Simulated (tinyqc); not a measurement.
Worked calculation: plane-wave Kohn-Sham cycle with exchange-only LDA in a layered model solid. One step of it, computed by the program tinyqc.

Task: Iteration 2: potential. V_H(G) = 4 pi rho(G)/G^2 for G != 0 (uniform background); v_x = -(3 rho/pi)^(1/3); V = V_ext + V_H + v_x; Fourier components f(G_m) = (1/N) sum_j f(x_j) exp(-i G_m x_j).

A solid whose potential varies along x alone (atomic units):
```
parameter                      value
period a                   17.900000
cross-section of the cell  21.000000
electrons per cell                 2
grid points                       16
plane waves -n..n, n               3
k points                           2
V1 in V1 cos(2 pi x/a)     -0.530000
V2 in V2 cos(4 pi x/a)      0.140000
```

density after iteration 1 (e/bohr^3): [0.00592899, 0.00575035, 0.00538147, 0.00512041, 0.00507729, 0.00515030, 0.00522276, 0.00526119, 0.00527247, 0.00526119, 0.00522276, 0.00515030, 0.00507729, 0.00512041, 0.00538147, 0.00575035]

Give: Potentials on the grid; V(G_m), m = 0, 1, 2, ....

Result:

Potentials on the grid (hartree):
```
x          V_ext      V_H      v_x        V
0.0000   -0.3900   0.0305  -0.1782  -0.5378
1.1187   -0.3907   0.0259  -0.1764  -0.5411
2.2375   -0.3748   0.0149  -0.1726  -0.5324
3.3563   -0.3018   0.0027  -0.1697  -0.4688
4.4750   -0.1400  -0.0066  -0.1693  -0.3158
5.5938    0.1038  -0.0122  -0.1701  -0.0784
6.7125    0.3748  -0.0151  -0.1709   0.1888
7.8312    0.5887  -0.0165  -0.1713   0.4009
8.9500    0.6700  -0.0169  -0.1714   0.4817
10.0687   0.5887  -0.0165  -0.1713   0.4009
11.1875   0.3748  -0.0151  -0.1709   0.1888
12.3063   0.1038  -0.0122  -0.1701  -0.0784
13.4250  -0.1400  -0.0066  -0.1693  -0.3158
14.5437  -0.3018   0.0027  -0.1697  -0.4688
15.6625  -0.3748   0.0149  -0.1726  -0.5324
16.7812  -0.3907   0.0259  -0.1764  -0.5411
```

V(G_m), m = 0, 1, 2, ... (hartree): [-0.1719, -0.2549, 0.0719, 0.0000, 0.0000, 0.0000, 0.0000]
